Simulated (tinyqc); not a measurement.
Sublattice potential against complex hopping: Haldane model. Computed by the program tinyqc. H_AA = delta - 2 t2 sum cos(k.b + phi), H_BB = -delta - 2 t2 sum cos(k.b - phi), H_AB = -t1 (1 + exp(-i k.a1) + exp(-i k.a2)), b = a1, a2 - a1, -a2, m = 3 sqrt3 t2 sin(phi); the sign of the Chern number follows the orientation k1 then k2.

Honeycomb lattice:

| parameter | value |
|---|---|
| t1 (eV) | 2.920000 |
| t2 (eV) | 0.220000 |
| phi (rad) | 2.140000 |

Gaps at the two valleys (eV) and Chern number of the lower band (12 x 12 mesh):

| delta | gap 2\|delta - m\| | gap 2\|delta + m\| | Chern number |
|---|---|---|---|
| -1.7330 | 5.3918 | 1.5402 | 0 |
| -1.2520 | 4.4298 | 0.5782 | 0 |
| -0.5780 | 3.0818 | 0.7698 | -1 |
| 0.0000 | 1.9258 | 1.9258 | -1 |
| 0.3850 | 1.1558 | 2.6958 | -1 |
| 0.7220 | 0.4818 | 3.3698 | -1 |
| 1.2040 | 0.4822 | 4.3338 | 0 |
| 1.9260 | 1.9262 | 5.7778 | 0 |

What does the comparison show, and why?

Here |m| = 0.9629 eV. For |delta| < |m| the two valleys have masses of opposite sign and the Chern number is +/-1; one gap closes at |delta| = |m|, and beyond it the band is trivial.
